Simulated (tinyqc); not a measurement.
Fully depleted semiconductor-on-insulator film with two gates, non-linear Poisson equation by Newton steps: one step of the calculation.

One dimension across the film, front interface at x = 0, back interface at x = ts. psi is counted from the intrinsic level, n = ni exp(psi/Vt) (source grounded), holes neglected, acceptors ionised. Gates act through Cox = eps0 eox/tox and Cbox = 3.9 eps0/tb with potentials G1 = Vg - (phiM - chi - Vt ln(Nc/ni)) and G2 = Vb - (phiB - chi - Vt ln(Nc/ni)). Classical Boltzmann densities, no interface charge, no depletion in the back plane.

Problem. Newton step. Solve a d_(i-1) + b_i d_i + a d_(i+1) = -F_i for all nodes. Each component d is damped to sign(d) Vt ln(1 + |d|/Vt) before it is added.

Values chosen for this exercise: temperature T = 300 K.

Constants: q = 1.602176634e-19 C, kB = 1.380649e-23 J/K, Vt = kB T/q. Results are converted to the units shown.

a = 11.848181 uF/cm^2

```
node,diagonal b (F/cm^2),residual F (C/cm^2),psi after iteration 1 (V)
0,-1.3229454e-5,-6.7813007e-8,0.21742169
1,-2.3696411e-5,-1.1651271e-8,0.22296881
2,-2.3696420e-5,-8.1437464e-9,0.22753384
3,-2.3696429e-5,-6.0165568e-9,0.23141286
4,-2.3696439e-5,-4.6287521e-9,0.23478541
5,-2.3696448e-5,-3.6730045e-9,0.23776864
6,-2.3696457e-5,-2.9867371e-9,0.24044325
7,-2.3696467e-5,-2.4773092e-9,0.24286718
8,-2.3696476e-5,-2.0887581e-9,0.24508343
9,-2.3696486e-5,-1.7856445e-9,0.24712484
10,-2.3696495e-5,-1.5446346e-9,0.24901699
11,-1.2029996e-5,1.4266347e-7,0.25078026
```

Wanted: Newton step d, before damping; psi after iteration 2.

Solution.

```
node,"Newton step d, before damping (V)",psi after iteration 2 (V)
0,0.00741,0.22394
1,0.01399,0.23415
2,0.02157,0.24322
3,0.02982,0.25125
4,0.03859,0.25840
5,0.04775,0.26482
6,0.05721,0.27062
7,0.06693,0.27590
8,0.07686,0.28075
9,0.08697,0.28522
10,0.09723,0.28936
11,0.10762,0.29322
```

Computed by the program tinyqc: `OMP_NUM_THREADS=1 python tinyqc.py 2190053 2190054 out.jsonl`, one thread of a shared Intel Xeon 2.30GHz, about 0.3 s for the whole run.
